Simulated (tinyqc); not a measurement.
Changing the temperature T: formation energy of a charged point defect from supercell energies. Computed by tinyqc, a small Python program. Command: `OMP_NUM_THREADS=1 python tinyqc.py 3017673 3017674 out.jsonl formation sweep`. One thread of a shared host (Intel(R) Xeon(R) Processor @ 2.30GHz), about 0.01 s of CPU time with the checks.

The host is a compound AB. Making the defect adds n_A = -1, n_B = 0, n_X = 1 atoms to the cell. All total energies are inputs. E_F is counted from the valence-band maximum (VBM); x = 0 is A-rich and x = 1 B-rich growth.

Inputs (values chosen for the exercise, with gap and screening modelled on CdS):

| quantity | value | unit |
|---|---|---|
| E_VBM of the host cell | 3.076 | eV |
| potential alignment dV | 0.014 | eV |
| dielectric constant eps | 8.69 | - |
| cell length L | 16 | angstrom |
| mu_A of the pure element | -5.963 | eV |
| formation enthalpy dH of AB | -1.43 | eV |
| growth condition x | 0.34 | - |
| Fermi level E_F | 2.01 | eV |
| site density N_s | 3.2e+22 | cm^-3 |
| mu_X of the pure element | -2.2 | eV |
| formation enthalpy of XB | -2.4 | eV |

Defect: impurity X on an A site. Supercell lattice: bcc.

charge states q: 1  0  -1

E(defect, q) - E(host), in the order of q (eV): 3.164  7.635  12.724

Constants: e^2/(4 pi eps_0) = 14.39964548 eV angstrom; k_B = 8.617333262e-05 eV/K.

Method:
- dmu_A = x dH and dmu_B = (1 - x) dH, so that dmu_A + dmu_B = dH; mu = mu(element) + dmu. The impurity is held at its solubility limit: dmu_X = min(0, dH(XB) - dmu_B).
- The reservoir term is sum n_i mu_i.
- Image-charge correction of a point charge in a neutralising background: E_corr = q^2 alpha e^2/(4 pi eps_0) / (2 eps L), alpha = 2.888462 for a bcc array with L the cube root of the volume.
- E_f(q, E_F) = [E(defect, q) - E(host)] - sum n_i mu_i + q (E_VBM + dV + E_F) + E_corr(q).
- E_f(q, E_F) = E_f(q, 0) + q E_F.
- c_q = N_s exp(-E_f(q, E_F)/k_B T), with all degeneracy factors one and no vibrational entropy.

One run for each value:

| temperature T (K) | total concentration (cm^-3) | mean charge (e) |
|---|---|---|
| 500 | 5.212e-27 | -0.0386 |
| 643 | 3.874e-16 | -0.0758 |
| 786 | 3.246e-09 | -0.1145 |
| 929 | 2.034e-04 | -0.1504 |
| 1070 | 6.114e-01 | -0.1818 |
| 1210 | 2.754e+02 | -0.2088 |
| 1360 | 4.771e+04 | -0.2334 |
| 1500 | 2.319e+06 | -0.2528 |

What does the table show, and why?

Over the rows, total concentration (cm^-3) rises from 5.21e-27 to 2.32e6 (exponent d ln y / d ln x 100 between the first rows and 40 between the last); mean charge (e) falls from -0.0386 to -0.253 (exponent d ln y / d ln x 2.7 between the first rows and 0.81 between the last). A line through ln c against 1/(k_B T) has slope -4.859 eV, minus the formation energy averaged over the charge states present.
